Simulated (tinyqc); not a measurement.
# Double-gate transistor below threshold, two-dimensional Poisson equation on a small mesh: what changes with what

Half of a symmetric double-gate structure: row 0 is the mid-plane of the body, where the normal field vanishes. Mobile charge is neglected (subthreshold), the body is fully depleted, and potentials are counted from the intrinsic level; rows run upward to the gate, columns from source to drain.

Values chosen for this exercise; semiconductor permittivity close to that of silicon: temperature T = 273 K; relative permittivity of the semiconductor eps_r = 11.7; relative permittivity of the insulator eox = 7.5; half the body thickness tb = 6 nm; insulator thickness tox = 2.6 nm; channel length L = 39 nm; acceptor density of the depleted body Na = 0 cm^-3; potential of the source Vbi = 0.45 V; gate offset Vfb = -0.07 V; gate voltage Vg = 0 V; drain voltage Vd = 1 V.

Constants: q = 1.602176634e-19 C, kB = 1.380649e-23 J/K, Vt = kB T/q, eps0 = 8.8541878128e-14 F/cm where lengths are in cm. Results are converted to the units shown.

Each table varies one quantity; the others keep the values above.

## Effect of the relative permittivity of the insulator

Mesh: rows i = 0..12 in the semiconductor (step hs = tb/12, row 12 on the interface), then 8 step(s) ho = tox/8 up to the gate row 20; columns j = 0..80 (step hy = L/80). Box integration, divided by eps0: up_i = eps hy/h of the interval above row i, dn_i = that of the interval below (0 for row 0), lat_i = (sum of eps h/2 over the intervals above and below)/hy, s_i = -q Na w_i hy/eps0 with w_i the semiconductor height of the box (hs/2 for row 0 and the interface row, hs between, 0 in the insulator). Each free node obeys (up + dn + 2 lat) psi = up psi(above) + dn psi(below) + lat [psi(left) + psi(right)] + s. Fixed values: gate row Vg - Vfb; column 0 at Vbi and the last column at Vbi + Vd in the semiconductor, each running linearly to Vg - Vfb across the insulator. The system is solved directly. On row 0 the minimum of psi and its place come from a parabola through the three lowest nodes; barrier = Vbi - minimum, swing = Vt ln 10/(d psi/dVg), DIBL = (d psi/dVd)/(d psi/dVg) there. Lambda = pi/k with k the smallest positive root of tan(k tox) tan(k tb) = eox/eps_r.

Results:
```
eox,L/Lambda,barrier (V),place y/L,swing (mV/decade),DIBL (mV/V)
3.9,1.588,0.2497,0.3683,69.60,59.20
5.9,1.845,0.2892,0.3877,63.98,38.44
8.8,2.096,0.3160,0.4015,60.71,25.85
20,2.558,0.3462,0.4195,57.43,12.97
30,2.739,0.3535,0.4248,56.69,10.02
```

Estimate the missing row, eox = 13.

Computed row:
```
eox,L/Lambda,barrier (V),place y/L,swing (mV/decade),DIBL (mV/V)
13,2.329,0.3337,0.4115,58.74,18.15
```

With this row back in the table: As eox goes from 3.9 to 30, the barrier rises from 0.250 to 0.354 V, the swing falls from 69.6 to 56.7 mV a decade and DIBL falls from 59.2 to 10.0 mV/V; the ideal swing is 54.2. L/Lambda goes from 1.6 to 2.7.

## Effect of the channel length

Same model as above.

Result of one run:
```
L (nm),L/Lambda,barrier (V),place y/L,swing (mV/decade),DIBL (mV/V)
21,1.075,0.09090,0.2797,115.5,186.2
```

What becomes of these results when the channel length L is changed from 21 to 31 nm, all else the same?

Result of the changed run:
```
L (nm),L/Lambda,barrier (V),place y/L,swing (mV/decade),DIBL (mV/V)
31,1.587,0.2417,0.3674,70.87,63.81
```

The whole series:
```
L (nm),L/Lambda,barrier (V),place y/L,swing (mV/decade),DIBL (mV/V)
21,1.075,0.09090,0.2797,115.5,186.2
26,1.331,0.1773,0.3366,83.66,106.2
31,1.587,0.2417,0.3674,70.87,63.81
38,1.945,0.3004,0.3936,62.57,33.04
46,2.354,0.3380,0.4126,58.28,16.34
56,2.866,0.3612,0.4283,55.94,7.048
68,3.480,0.3728,0.4410,54.83,2.640
```

As L goes from 21 to 68 nm, the barrier rises from 0.0909 to 0.373 V, the swing falls from 115 to 54.8 mV a decade and DIBL falls from 186 to 2.64 mV/V; the ideal swing is 54.2. L/Lambda goes from 1.1 to 3.5. Between the last two rows DIBL decays with a length of 12.2 nm; 2 Lambda/pi is 12.4 nm. At L = 21 nm the barrier is under 6 Vt, so mobile charge, neglected here, begins to count.

## Effect of the gate voltage

Same model as above.

Effect of the gate voltage:
```
Vg (V),L/Lambda,barrier (V),place y/L,swing (mV/decade),DIBL (mV/V)
-0.2,1.996,0.4827,0.4196,61.20,34.61
-0.12,1.996,0.4120,0.4119,61.39,33.05
-0.04,1.996,0.3416,0.4022,61.65,31.23
0.04,1.996,0.2715,0.3899,62.04,29.05
0.12,1.996,0.2020,0.3732,62.66,26.38
0.2,1.996,0.1333,0.3488,63.79,22.96
```

What does the table show?

As Vg goes from -0.2 to 0.2 V, the barrier falls from 0.483 to 0.133 V, the swing rises from 61.2 to 63.8 mV a decade and DIBL falls from 34.6 to 23.0 mV/V; the ideal swing is 54.2. The barrier top moves from y/L = 0.420 to 0.349, towards the source. At Vg = 0.2 V the barrier is under 6 Vt, so mobile charge, neglected here, begins to count.

Program tinyqc, `OMP_NUM_THREADS=1 python tinyqc.py 2480065 2480066 out.jsonl`; Intel Xeon 2.30GHz, shared host, one thread, about 0.1 s.
